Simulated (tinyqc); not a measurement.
What moves the results: exchange-split free-electron bands and tunnelling magnetoresistance. A value that a table varies takes the place of the one given here.

Majority and minority bands E = c k^2/m -/+ Dx/2, c = hbar^2/2m0, so k_up = sqrt(m (EF + Dx/2)/c), k_dn = sqrt(m (EF - Dx/2)/c); n_s = k_s^3/(6 pi^2), D_s = m k_s/(4 pi^2 c).

Barrier: kappa = sqrt(mb phi/c), c = hbar^2/2m0. With a = k1/m, b = k2/m, w = kappa/mb, the transmission at normal incidence is T(k1, k2) = 4 a b w^2/[w^2 (a + b)^2 + (w^2 + a^2)(w^2 + b^2) sinh^2(kappa d)]. Parallel: G_P = T(up, up) + T(dn, dn); antiparallel: G_AP = 2 T(up, dn); TMR = (G_P - G_AP)/G_AP. Julliere: TMR = 2 P^2/(1 - P^2). Slonczewski factor: P_eff = P_k (w^2 - a_up a_dn)/(w^2 + a_up a_dn), P_k = (k_up - k_dn)/(k_up + k_dn).

Constants: hbar^2/2m0 = 3.80998211 eV angstrom^2.

Parameters, chosen for this exercise: EF = 5.9 eV (Fermi energy above the mean band bottom); Dx = 10.08 eV (exchange splitting); m = 1.2 m0 (mass in the electrodes); mb = 0.66 m0 (mass in the barrier); d = 13.7 angstrom (barrier thickness); phi = 1.25 eV (barrier height above EF).

## Barrier height

Results:
```
phi (eV)  w (1/angstrom)    P_eff  TMR (%)       G_P
0.20               0.282  -0.4429    47.83    0.0233
0.40               0.399  -0.3466    27.25   0.00361
0.70               0.528  -0.2324    11.42  0.000384
1.0                0.631  -0.1437     4.22  6.07e-05
1.5                0.772  -0.0330     0.22  4.70e-06
2.0                0.892   0.0477     0.46  5.42e-07
3.0                1.092   0.1574     5.08  1.43e-08
4.0                1.261   0.2286    11.03  6.65e-10
6.0                1.545   0.3153    22.08  3.75e-12
10                 1.994   0.3998    38.05  9.68e-16
```

How do the results move?

P_eff vanishes where w^2 = a_up a_dn, at phi = 1.69 eV, inside the table; the lowest TMR listed is 0.22 % at 1.5 eV. TMR is 47.8 % at the lowest barrier and 38.0 % at the highest, against 92.4 % for Julliere with P_k; P_eff tends to +P_k for very high barriers and to -P_k for very low ones. G_P falls by 13.4 decades.

## Barrier thickness

Results:
```
d (angstrom)  kappa d       G_P      G_AP  TMR (%)
1               0.465      1.48      1.11    34.09
2               0.931     0.742     0.632    17.35
3               1.396     0.318     0.294     8.16
4               1.861     0.130     0.124     4.14
6               2.792    0.0205    0.0201     1.84
8               3.723   0.00319   0.00314     1.48
10              4.653  0.000496  0.000489     1.42
13              6.049  3.04e-05  3.00e-05     1.41
16              7.445  1.86e-06  1.84e-06     1.41
20              9.307  4.51e-08  4.44e-08     1.41
```

What can be read from the table?

For thick barriers each angstrom costs a factor exp(2 kappa) = 2.54 in both conductances, and TMR settles at 1.41 % (the interface factor, which vanishes at (kappa/mb)^2 = k_up k_dn/m^2, reduces it below the value from the polarisation of k alone); it is within 0.1 point of that from d = 8 angstrom on. At 1 angstrom it is 34.09 %, where the barrier is thin and the mismatch of k_up and k_dn starts to rule, as it does fully for d -> 0.

## Exchange splitting

Dx takes the listed multiples of 2 EF.

Results:
```
Dx/(2 EF)    k_up    k_dn     P_k    P_eff  TMR (%)
0.10       1.4297  1.2932  0.0501  -0.0221     0.10
0.20       1.4933  1.2193  0.1010  -0.0440     0.39
0.35       1.5839  1.0990  0.1807  -0.0754     1.14
0.50       1.6696  0.9639  0.2679  -0.1030     2.14
0.65       1.7510  0.8065  0.3693  -0.1209     2.96
0.80       1.8289  0.6096  0.5000  -0.1090     2.41
0.90       1.8790  0.4311  0.6268  -0.0387     0.30
0.97       1.9133  0.2361  0.7803   0.1765     6.43
```

How do the results move?

P_k rises from 0.050 to 0.780, and TMR goes from 0.10 % to 6.4 %, not steadily: its largest value is 6.43 % at 0.97 and its smallest 0.10 % at 0.1; P_eff changes sign along the table. At Dx = 2 EF the minority band is empty (a half metal) and G_AP vanishes.

## What moves the magnetoresistance

All results formed anew. Each row changes one parameter from the base and keeps the others.

Results:
```
case                  P_k    P_eff  TMR (%)       G_P
base               0.5620  -0.0836     1.41  1.59e-05
Dx = 10.584 eV     0.6220  -0.0428     0.37  1.42e-05
EF = 6.49 eV       0.4764  -0.1360     3.77  1.74e-05
phi = 1.625 eV     0.5620  -0.0105     0.02  2.66e-06
mb = 0.528 m0      0.5620  -0.0215     0.09  6.10e-05
d = 15.7 angstrom  0.5620  -0.0836     1.41  2.47e-06
m = 1.44 m0        0.5620  -0.0330     0.22  1.59e-05
```

What does this show?

The largest shifts from the base row, up to three for each result and ties (the steps differ in size, so this ranks the rows, not the parameters). P_k: EF -0.0856, Dx +0.0599; unchanged at the printed digits by phi, mb, d and m. P_eff: phi +0.0731, mb +0.0621, EF -0.0524; unchanged at the printed digits by d. TMR (%): EF +2.36, phi -1.39, mb -1.31; unchanged at the printed digits by d. G_P: mb +4.52e-05, d -1.34e-05, phi -1.32e-05; unchanged at the printed digits by m.

Run: tinyqc, `OMP_NUM_THREADS=1 python tinyqc.py 1681815 1681816 out.jsonl`; Intel(R) Xeon(R) Processor @ 2.30GHz, one thread, shared host; about 0.01 s of CPU time with all checks.
